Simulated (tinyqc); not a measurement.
Swing of the coupled dose with resist thickness: standing waves and exposure in a photoresist film.

Normal incidence from air. Unexposed resist: N1 = n1 + i k1 with k1 = (A + B) lam/(4 pi), lam in micrometres. r01 = (1 - N1)/(1 + N1), t01 = 2/(1 + N1). Below the resist lie the layer Na = na + i ka and the substrate Ns = ns + i ks: r12 = (r1a + ras x)/(1 + r1a ras x), x = exp(4 pi i Na da/lam), r1a = (N1 - Na)/(N1 + Na), ras = (Na - Ns)/(Na + Ns). With p = exp(2 pi i N1 d/lam), the field at depth z is E(z) = t01 [exp(2 pi i N1 z/lam) + r12 p^2 exp(-2 pi i N1 z/lam)]/(1 + r01 r12 p^2), the relative intensity I(z) = n1 |E(z)|^2 and the reflectance R = |(r01 + r12 p^2)/(1 + r01 r12 p^2)|^2.

Inputs chosen for the exercise (a resist on Al, indices near tabulated ones; shifted at random, so the results belong to these values and not to a real crystal):
```
symbol  value  unit          meaning
lam     193    nm            vacuum wavelength
n1      1.732                resist index
A       0.01   1/micrometre  bleachable absorption (Dill A)
B       1.06   1/micrometre  fixed absorption (Dill B)
d       204    nm            resist thickness
ns      0.11                 substrate n
ks      2.135                substrate k
na      1.869                n of the bottom antireflection layer
ka      0.307                its k
da      36     nm            its thickness
```

The mean of I is taken over 800 depths; the relative dose to clear is taken as 1/(mean of I over the lowest period, 60 depths), scaled to 1 in the first row.

Swing:
```
d (nm)       R  mean I  relative dose
204.0   0.0540  1.0748          1.000
213.3   0.1992  0.9069          1.198
231.9   0.2579  0.8022          1.310
241.1   0.1359  0.9232          1.137
250.4   0.0106  1.0615          1.009
259.7   0.0487  1.0278          1.069
269.0   0.1868  0.8750          1.267
278.3   0.2676  0.7746          1.418
287.6   0.2438  0.7838          1.381
296.9   0.1255  0.8969          1.207
306.1   0.0089  1.0178          1.082
315.4   0.0445  0.9848          1.142
```

Give the missing row, d (nm) = 222.6.

Computed row:
```
d (nm)       R  mean I  relative dose
222.6   0.2827  0.7951          1.348
```

The period is 55.7 nm, six rows. The relative dose swings between 1.000 and 1.418, a ratio (max - min)/mean of 0.349, against the estimate 4 sqrt(|r01|^2 |r12|^2) exp(-(A + B) d) = 0.343 for the oscillating part alone; the ratio from the table also holds the slow rise from absorption, 14.2 % over two periods, so the two are not strictly comparable.

(tinyqc, `OMP_NUM_THREADS=1 python tinyqc.py 1682165 1682166 out.jsonl`, Intel(R) Xeon(R) Processor @ 2.30GHz, 1 thread, shared host, about 0.01 s.)
